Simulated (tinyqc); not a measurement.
# Double-gate transistor, scale length and short-channel effects: effects of single changes

A body of thickness ts between two insulators of thickness ti and two tied gates. Below threshold the potential that source and drain add obeys Laplace's equation and vanishes on the gate. Its lowest mode decays along the channel as exp(-k y); k is the smallest positive root of the matching condition at the interface, and the scale length is Lambda = pi/k.

Inputs (values chosen for the exercise); permittivities: semiconductor made up, insulator close to that of silicon dioxide: temperature T = 325 K; relative permittivity of the semiconductor eps_r = 19; relative permittivity of the insulator ei = 4; insulator thickness ti = 2.3 nm; body thickness ts = 11.4 nm; channel length L = 42 nm; potential of the source Vbi = 0.93 V; potential of the barrier top at threshold sT = 0.56 V; drain voltage Vds = 0.8 V.

Constants: q = 1.602176634e-19 C, kB = 1.380649e-23 J/K, Vt = kB T/q. Results are converted to the units shown.

Each table varies one quantity; the others keep the values above.

## Effect of the insulator thickness

k is the smallest positive root of f(k) = ei cos(k ti) cos(k ts/2) - eps_r sin(k ti) sin(k ts/2). Along the channel psi(y) = s + a exp(y/l) + b exp(-y/l) with psi(0) = Vbi, psi(L) = Vbi + Vds and l = 1/k = Lambda/pi; with A = Vbi - s, B = A + Vds, x = exp(-L/l): a = (B - A x) x/(1 - x^2), b = (A - B x)/(1 - x^2). The minimum is s + 2 sqrt(a b), at y = (l/2) ln(b/a). The long-channel potential follows the gate as s = sT + (Vg - VTL)/m, and the threshold VT is the gate voltage at which the minimum equals sT. Swing = m Vt ln 10/g at threshold, g = d(minimum)/ds = 1 - (b x + a)/((1 + x) sqrt(a b)). DIBL = [VT(0.05 V) - VT(Vds)]/(Vds - 0.05 V). sT and Vbi are held fixed; m = 1.

Effect of the insulator thickness:
```
ti (nm)  Lambda (nm)  L/Lambda  VT - VTL at Vds (mV)  DIBL (mV/V)  swing (mV/decade)
0.77          17.937    2.3415               -35.292       19.089             68.474
1             19.568    2.1463               -48.988       26.601             69.993
1.3           21.535    1.9503               -68.643       37.464             72.151
1.7           23.939    1.7545               -97.186       53.384             75.246
2.2           26.677    1.5744               -135.57       75.013             79.350
2.8           29.673    1.4154               -184.50       102.86             84.506
3.7           33.745    1.2446               -262.12       147.48             92.564
```

What does the comparison show?

As ti goes from 0.77 to 3.7 nm, Lambda rises from 17.9 to 33.7 nm, DIBL rises from 19.1 to 147 mV/V and the swing rises from 68.5 to 92.6 mV a decade. On average Lambda goes as ti^(0.40). For ti = 2.8 to 3.7 nm L is under 1.5 Lambda, where higher modes, left out of the one-mode potential, count.

## Effect of the body thickness

Same model as above.

Effect of the body thickness:
```
ts (nm)  Lambda (nm)  L/Lambda  VT - VTL at Vds (mV)  DIBL (mV/V)  swing (mV/decade)
4.6            16.80     2.500                -27.13        14.64              67.56
5.7            18.73     2.243                -41.62        22.55              69.18
7.1            21.00     2.000                -62.93        34.30              71.53
8.8            23.56     1.783                -92.37        50.69              74.73
11             26.65     1.576                -135.2        74.82              79.31
14             30.60     1.373                -201.0        112.3              86.23
17             34.32     1.224                -274.2        154.5              93.81
```

What does the table show?

As ts goes from 4.6 to 17 nm, Lambda rises from 16.8 to 34.3 nm, DIBL rises from 14.6 to 154 mV/V and the swing rises from 67.6 to 93.8 mV a decade. On average Lambda goes as ts^(0.55). For ts = 14 to 17 nm L is under 1.5 Lambda, where higher modes, left out of the one-mode potential, count.

## Effect of the drain voltage

Same model as above.

The same in every row: Lambda (nm) = 27.20; L/Lambda = 1.544.

Result of one run:
```
Vds (V)  VT - VTL at Vds (mV)  DIBL (mV/V)  swing (mV/decade)
1.1                    -162.7        75.05              81.09
```

What becomes of these results when the drain voltage Vds is changed from 1.1 to 0.8 V, all else the same?

Result of the changed run:
```
Vds (V)  VT - VTL at Vds (mV)  DIBL (mV/V)  swing (mV/decade)
0.8                    -143.5        79.53              80.19
```

The whole series:
```
Vds (V)  VT - VTL at Vds (mV)  DIBL (mV/V)  swing (mV/decade)
0.2                    -98.04        94.35              78.48
0.35                   -110.7        89.44              78.86
0.5                    -122.4        85.52              79.29
0.65                   -133.3        82.28              79.74
0.8                    -143.5        79.53              80.19
0.95                   -153.3        77.14              80.65
1.1                    -162.7        75.05              81.09
```

As Vds goes from 0.2 to 1.1 V, Lambda stays at 27.2 nm, DIBL falls from 94.3 to 75.1 mV/V and the swing rises from 78.5 to 81.1 mV a decade.

Numbers from tinyqc (`OMP_NUM_THREADS=1 python tinyqc.py 2420031 2420032 out.jsonl`; about 0.01 s on one thread of a shared Intel Xeon 2.30GHz).
